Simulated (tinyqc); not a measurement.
Threshold-voltage variability of a planar MOSFET, analytic estimates: course of the iteration: margin in standard deviations for the wanted yield.

Three independent sources add in quadrature: random dopants in the depleted layer, metal-gate grains of two orientations, and roughness of the two gate edges acting through the roll-off VT = VT(long) - Vr exp(-L/l). These are first-order estimates: no three-dimensional electrostatics, no percolation.

Cells fail independently with probability Q(k) = erfc(k/sqrt(2))/2 when the margin is k standard deviations, and Y = exp(-Nb Q(k)). phi = exp(-k^2/2)/sqrt(2 pi). Newton steps on Q(k) + ln(Y)/Nb = 0: k(new) = k + (Q + ln(Y)/Nb)/phi.

Stop when k changes by less than 1e-9, or after 10 iterations.

Values chosen for this exercise:

| symbol | value | unit | meaning |
|---|---|---|---|
| Nb | 1048576 |  | number of cells |
| Y | 0.999 |  | wanted yield |

k at the start = 2

Course of the iteration:

| iteration | k | \|change\| |
|---|---|---|
| 1 | 2.42137 | 0.421 |
| 2 | 2.78484 | 0.363 |
| 3 | 3.10911 | 0.324 |
| 4 | 3.40456 | 0.295 |
| 5 | 3.67767 | 0.273 |
| 6 | 3.93281 | 0.255 |
| 7 | 4.17310 | 0.240 |
| 8 | 4.40083 | 0.228 |
| 9 | 4.61775 | 0.217 |
| 10 | 4.82522 | 0.207 |

Did this iteration meet its convergence test, and what does its course show?

No. Not converged within 10 iterations. The steps shrink slowly, from 0.42 to 0.21: far from the root Q/phi is about 1/k, so each step lowers Q by only a factor of about e, and the root lies at 6.005. A rerun with Newton steps on ln Q from the same start converges in 6 iterations.

Range of the model: gI s exceeds 0.2, so the linear formula for the current mismatch is only a rough guide.

Program tinyqc, `OMP_NUM_THREADS=1 python tinyqc.py 2090163 2090164 out.jsonl`; Intel Xeon 2.30GHz, shared host, one thread, about 0.01 s.
